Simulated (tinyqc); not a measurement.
Worked calculation: RHF in the sto-3g basis, for H6, spin multiplicity 1. One step of it, computed by the program tinyqc.

Problem. Iteration 6 (converged): orbitals. Diagonalise F' = X^T F X, C = X C', fill 3 alpha and 3 beta electrons from the bottom; D = 2 C_occ C_occ^T. Each column has its largest component positive (the first on a tie).

converged F (hartree):
```
           1H 1s      2H 1s      3H 1s      4H 1s      5H 1s      6H 1s
1H 1s  -0.294537  -0.528719  -0.058760  -0.003887   0.000444  -0.000857
2H 1s  -0.528719  -0.308800  -0.151477  -0.058624  -0.002222   0.000445
3H 1s  -0.058760  -0.151477  -0.310261  -0.530513  -0.058628  -0.003860
4H 1s  -0.003887  -0.058624  -0.530513  -0.310265  -0.151468  -0.058680
5H 1s   0.000444  -0.002222  -0.058628  -0.151468  -0.308363  -0.528267
6H 1s  -0.000857   0.000445  -0.003860  -0.058680  -0.528267  -0.294094
```

X:
```
           1H 1s      2H 1s      3H 1s      4H 1s      5H 1s      6H 1s
1H 1s   1.161377  -0.367142   0.034032  -0.009763   0.000809  -0.000237
2H 1s  -0.367142   1.182625  -0.135396   0.034596  -0.002684   0.000808
3H 1s   0.034032  -0.135396   1.185131  -0.374440   0.034583  -0.009750
4H 1s  -0.009763   0.034596  -0.374440   1.185127  -0.135352   0.033992
5H 1s   0.000809  -0.002684   0.034583  -0.135352   1.182137  -0.366500
6H 1s  -0.000237   0.000808  -0.009750   0.033992  -0.366500   1.160901
```

Give: F' = X^T F X; orbital energies; coefficients C; D after iteration 6.

Solution.

F' = X^T F X (hartree):
```
         1        2        3        4        5        6
1   0.0108  -0.5400   0.0412  -0.0072   0.0016  -0.0016
2  -0.5400   0.0244  -0.1528   0.0421  -0.0036   0.0016
3   0.0412  -0.1528   0.0272  -0.5487   0.0421  -0.0071
4  -0.0072   0.0421  -0.5487   0.0272  -0.1527   0.0412
5   0.0016  -0.0036   0.0421  -0.1527   0.0242  -0.5394
6  -0.0016   0.0016  -0.0071   0.0412  -0.5394   0.0105
```

orbital energies (hartree): MO1 -0.5807, MO2 -0.5309, MO3 -0.4737, MO4 0.4011, MO5 0.5628, MO6 0.7459

coefficients C:
```
          MO1      MO2      MO3      MO4      MO5      MO6
1H 1s  0.2365  -0.3923  -0.3332  -0.5649  -0.7580   0.5200
2H 1s  0.2742  -0.4015  -0.2898   0.4566   0.7802  -0.6445
3H 1s  0.3884  -0.0385   0.4119   0.6744  -0.1142   0.8807
4H 1s  0.3882   0.0423   0.4117  -0.6740  -0.1194  -0.8803
5H 1s  0.2723   0.4016  -0.2917  -0.4589   0.7802   0.6415
6H 1s  0.2347   0.3919  -0.3351   0.5671  -0.7573  -0.5170
```

D after iteration 6:
```
         1H 1s    2H 1s    3H 1s    4H 1s    5H 1s    6H 1s
1H 1s   0.6416   0.6378  -0.0605  -0.1239   0.0082   0.0268
2H 1s   0.6378   0.6408   0.0052  -0.0597  -0.0041   0.0081
3H 1s  -0.0605   0.0052   0.6440   0.6374  -0.0598  -0.1240
4H 1s  -0.1239  -0.0597   0.6374   0.6440   0.0052  -0.0605
5H 1s   0.0082  -0.0041  -0.0598   0.0052   0.6410   0.6381
6H 1s   0.0268   0.0081  -0.1240  -0.0605   0.6381   0.6419
```
